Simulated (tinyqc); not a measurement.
# Worked calculation: electron continuity equation in a given potential, Scharfetter-Gummel discretisation

Program tinyqc, `OMP_NUM_THREADS=1 python tinyqc.py 2220121 2220122 out.jsonl`; Intel Xeon 2.30GHz, shared host, one thread, about 0.01 s. Printed values are rounded.

Steady state in one dimension: J = q mu n E + q D dn/dx with E = -dpsi/dx and D = mu Vt, dJ/dx = q (n/tau - G), fixed densities nL and nR at the ends. The potential is given, psi = U x/L, and is not changed by the electrons.

Values chosen for this exercise; mobility that of a made-up semiconductor: temperature T = 450 K; electron mobility mu = 1400 cm^2/(V s); length of the region L = 0.34 um; density at x = 0 nL = 5.3e15 cm^-3; density at x = L nR = 5.8e16 cm^-3; lifetime tau = 7.9e-13 s; uniform generation rate G = 0 cm^-3 s^-1; potential difference psi(L) - psi(0) U = 0.56 V.

Constants: q = 1.602176634e-19 C, kB = 1.380649e-23 J/K, Vt = kB T/q. Results are converted to the units shown.

Range of the model: The drift velocity mu E exceeds 1e7 cm/s somewhere, where real mobilities no longer stay constant.

## Potential on the mesh

9 equal intervals, h = L/9; psi = U x/L.

psi, node 0 to 9 (V): 0.0000000  0.0622222  0.1244444  0.1866667  0.2488889  0.3111111  0.3733333  0.4355556  0.4977778  0.5600000

## Bernoulli factors

d_i = (psi_(i+1) - psi_i)/Vt; B(d) = d/(exp(d) - 1), B(0) = 1. The flux on interval i is J_i = (q D/h) [n_(i+1) B(d_i) - n_i B(-d_i)].

```
interval	d_i	B(d_i)	B(-d_i)
0	1.604575	0.4035910	2.008166
1	1.604575	0.4035910	2.008166
2	1.604575	0.4035910	2.008166
3	1.604575	0.4035910	2.008166
4	1.604575	0.4035910	2.008166
5	1.604575	0.4035910	2.008166
6	1.604575	0.4035910	2.008166
7	1.604575	0.4035910	2.008166
8	1.604575	0.4035910	2.008166
```

The largest |d_i| is 1.60, below 2, so central differences would also keep densities positive.

## Tridiagonal system for the inner nodes

Row i (1 to 8): B(-d_(i-1)) n_(i-1) + b_i n_i + B(d_i) n_(i+1) = f_i with b_i = -B(-d_i) - B(d_(i-1)) - h^2/(D tau) and f_i = -G h^2/D; the known end values are moved to the right: f_1 loses B(-d_0) nL and f_8 loses B(d_8) nR. h = L/9, D = mu Vt.

```
node	diagonal b	right side f (cm^-3)
1	-2.744518	-1.064328e16
2	-2.744518	0
3	-2.744518	0
4	-2.744518	0
5	-2.744518	0
6	-2.744518	0
7	-2.744518	0
8	-2.744518	-2.340828e16
```

## Densities and current

B(d) = d/(exp(d) - 1) with d_i = (psi_(i+1) - psi_i)/Vt; b and f are the diagonal and right side of the balance equations. Solve B(-d_(i-1)) n_(i-1) + b_i n_i + B(d_i) n_(i+1) = f_i (end values already in f), then J_i = (q D/h) [n_(i+1) B(d_i) - n_i B(-d_i)], h = L/9, D = mu Vt.

n, node 0 to 9 (cm^-3): 5.3e15  4.420124e15  3.686476e15  3.075533e15  2.571415e15  2.183181e15  2.051464e15  3.087505e15  1.078823e16  5.8e16
J, interval 0 to 8 (in units of 1e4 A/cm^2): -2.039810  -1.701158  -1.418715  -1.183079  -0.986068  -0.818801  -0.661626  -0.425073  0.401478

Against a mesh 200 times finer the densities are off by at most 2.4 % of their local values.

## Three discretisations compared

9 equal intervals. Fluxes J_i = (q D/h)(n_(i+1) P_i - n_i Q_i), d_i = (psi_(i+1) - psi_i)/Vt: Scharfetter-Gummel P = B(d), Q = B(-d), B(d) = d/(exp(d) - 1); central P = 1 - d/2, Q = 1 + d/2; upwind P = 1 + max(-d, 0), Q = 1 + max(d, 0). Balance at each inner node: J_i - J_(i-1) = q h (n_i/tau - G). The reference is Scharfetter-Gummel on 1800 intervals.

Densities (cm^-3):
```
node	Scharfetter-Gummel	central	upwind	reference
0	5.300e15	5.300e15	5.300e15	5.300e15
1	4.420e15	4.405e15	4.464e15	4.401e15
2	3.686e15	3.661e15	3.770e15	3.655e15
3	3.076e15	3.043e15	3.219e15	3.036e15
4	2.571e15	2.530e15	2.853e15	2.527e15
5	2.183e15	2.106e15	2.851e15	2.137e15
6	2.051e15	1.790e15	3.794e15	2.003e15
7	3.088e15	1.926e15	7.514e15	3.031e15
8	1.079e16	6.404e15	1.970e16	1.071e16
9	5.800e16	5.800e16	5.800e16	5.800e16
```

Largest errors as a share of the largest reference density listed: Scharfetter-Gummel 0.13 %, central 7.4 %, upwind 15 %. The largest |d| is 1.60. Upwinding stays positive but acts as if D were larger by the factor 1 + |d|/2, up to 1.80 here.
